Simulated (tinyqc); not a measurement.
From results back to parameters: Boltzmann transport in a parabolic band with a power-law relaxation time. Five cases, with inputs chosen for the exercise.

Problem. The Seebeck coefficient and the Hall density nH = n/rH are given; md is hidden (a Pisarenko analysis).

F_j(eta) = (1/Gamma(j + 1)) integral_0^infinity x^j dx/(1 + exp(x - eta)), which tends to exp(eta) for eta << 0.

n = N F_1/2(eta) with N = 2 (m kB T/(4 pi c))^(3/2) with c = hbar^2/2m0, in 1/angstrom^3; times 1e24 for 1/cm^3, m = md.

tau = tau0 x^r with x = E/kT. With K_j = Gamma(j + 1) F_j(eta): <tau> = tau0 (r + 3/2) K_(r+1/2)/((3/2) K_(1/2)); mu = <tau>/(mc m0/e), m0/e = 5.685630e-12 kg/C; Hall factor rH = (3/2) K_(1/2) (2r + 3/2) K_(2r+1/2)/((r + 3/2) K_(r+1/2))^2; Seebeck S = -(kB/e) [(r + 5/2) K_(r+3/2)/((r + 3/2) K_(r+1/2)) - eta]; Lorenz number L = (kB/e)^2 [(r + 7/2) K_(r+5/2)/((r + 3/2) K_(r+1/2)) - ((r + 5/2) K_(r+3/2)/((r + 3/2) K_(r+1/2)))^2]; kB/e in V/K. Valley anisotropy is left out of rH.

Constants: hbar^2/2m0 = 3.80998211 eV angstrom^2; kB = 8.617333262e-05 eV/K.

Case 1.

Values chosen (out of a larger set: masses near those of GaAs; tau0 is set for a mobility of the usual size at this n, kL is a free input; freeze-out and phonon drag, which matter near 77 K, are left out; not measured data): r = 0.5 (exponent of tau); T = 200 K.

S = -106.234 microvolt/K
nH = 1.8552e+18 1/cm^3

Case 2.

Values chosen (out of a larger set: masses near those of Si; tau0 is set for a mobility of the usual size at this n, kL is a free input; freeze-out and phonon drag, which matter near 77 K, are left out; not measured data): r = 1.5 (exponent of tau); T = 500 K.

S = -231.069 microvolt/K
nH = 1.2529e+20 1/cm^3

Case 3.

Values chosen (out of a larger set: masses near those of GaAs; tau0 is set for a mobility of the usual size at this n, kL is a free input; freeze-out and phonon drag, which matter near 77 K, are left out; not measured data): r = 0.5 (exponent of tau); T = 200 K.

S = -610.251 microvolt/K
nH = 3.6235e+15 1/cm^3

Case 4.

Values chosen (out of a larger set: masses near those of Si; tau0 is set for a mobility of the usual size at this n, kL is a free input; freeze-out and phonon drag, which matter near 77 K, are left out; not measured data): r = 1.5 (exponent of tau); T = 200 K.

S = -290.552 microvolt/K
nH = 1.5637e+19 1/cm^3

Case 5.

Values chosen (out of a larger set: masses near those of InP; tau0 is set for a mobility of the usual size at this n, kL is a free input; freeze-out and phonon drag, which matter near 77 K, are left out; not measured data): r = -0.5 (exponent of tau); T = 300 K.

S = -433.810 microvolt/K
nH = 2.2985e+16 1/cm^3

Find: eta; rH; n; md.

Solution. S depends on eta alone and |S| falls steadily with it; eta gives rH and so n, and N = n/F_1/2(eta) gives md from N proportional to md^(3/2).

Case 1.

eta = 4.66
rH = 1.024
n = 1.9e+18 1/cm^3
md = 0.067 m0

Case 2.

eta = 2.24
rH = 1.437
n = 1.8e+20 1/cm^3
md = 1.032 m0

Case 3.

eta = -4.08
rH = 1.104
n = 4.0e+15 1/cm^3
md = 0.067 m0

Case 4.

eta = 1.09
rH = 1.599
n = 2.5e+19 1/cm^3
md = 1.064 m0

Case 5.

eta = -3.01
rH = 1.175
n = 2.7e+16 1/cm^3
md = 0.079 m0

Computed by tinyqc, one run a case: `OMP_NUM_THREADS=1 python tinyqc.py N N+1 out.jsonl` with N = 1651174, 1651180, 1651214, 1651262, 1651344; one thread of a shared Intel(R) Xeon(R) Processor @ 2.30GHz, about 0.02 s a run at most.
